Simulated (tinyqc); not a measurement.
From results back to parameters: heavy doping: gap narrowing, degeneracy and the minority density. Three cases, with inputs chosen for the exercise.

Problem. The minority density was computed from a hidden true narrowing dEg.

F_j(eta) = (1/Gamma(j + 1)) integral_0^infinity x^j dx/(1 + exp(x - eta)), which tends to exp(eta) for eta << 0.

Majority: N = Nc F_1/2(eta), eta the distance of EF beyond the majority band edge in kT. Degeneracy factor gam = F_1/2(eta)/exp(eta). ni0^2 = Nc Nv exp(-Eg/kT); product n p = ni0^2 gam exp(dEg/kT), dEg the true narrowing; apparent narrowing dEa = dEg + kT ln gam; minority density = n p/N.

Constants: kB = 8.617333262e-05 eV/K.

Find: dEa; gam; dEg.

Method. dEa = kT ln(minority x N/ni0^2); gam follows from N alone, and dEg = dEa - kT ln gam.

Case 1.

Values chosen (gap and densities of states near those of Ge at this temperature; narrowing constants of the size fitted for Si, not for this material; shifted at random, so the results belong to these values and not to a real crystal):
- N = 6.3e+18 1/cm^3 (ionised donors, equal to the majority density)
- Eg = 0.684 eV (gap)
- Nc = 7.83e+18 1/cm^3 (conduction-band density of states)
- Nv = 3.8e+18 1/cm^3 (valence-band density of states)
- T = 250 K

minority density = 2.99067e+06 1/cm^3

Solution.

dEa = 78.89 meV
gam = 0.7548
dEg = 84.95 meV

Case 2.

Values chosen (gap and densities of states near those of Si at this temperature; narrowing constants near the fits for Si; shifted at random, so the results belong to these values and not to a real crystal):
- N = 7.7e+18 1/cm^3 (ionised donors, equal to the majority density)
- Eg = 1.1 eV (gap)
- Nc = 4.28e+19 1/cm^3 (conduction-band density of states)
- Nv = 1.75e+19 1/cm^3 (valence-band density of states)
- T = 400 K

minority density = 5.41612e+06 1/cm^3

Solution.

dEa = 48.02 meV
gam = 0.9385
dEg = 50.21 meV

Case 3.

Values chosen (gap and densities of states near those of Ge at this temperature; narrowing constants of the size fitted for Si, not for this material; shifted at random, so the results belong to these values and not to a real crystal):
- N = 1.3e+19 1/cm^3 (ionised donors, equal to the majority density)
- Eg = 0.625 eV (gap)
- Nc = 1.61e+19 1/cm^3 (conduction-band density of states)
- Nv = 7.77e+18 1/cm^3 (valence-band density of states)
- T = 400 K

minority density = 1.26159e+12 1/cm^3

Solution.

dEa = 78.75 meV
gam = 0.7540
dEg = 88.49 meV

Computed by tinyqc, one run a case: `OMP_NUM_THREADS=1 python tinyqc.py N N+1 out.jsonl` with N = 1652182, 1652261, 1652327; one thread of a shared Intel(R) Xeon(R) Processor @ 2.30GHz, about 0.01 s a run at most.
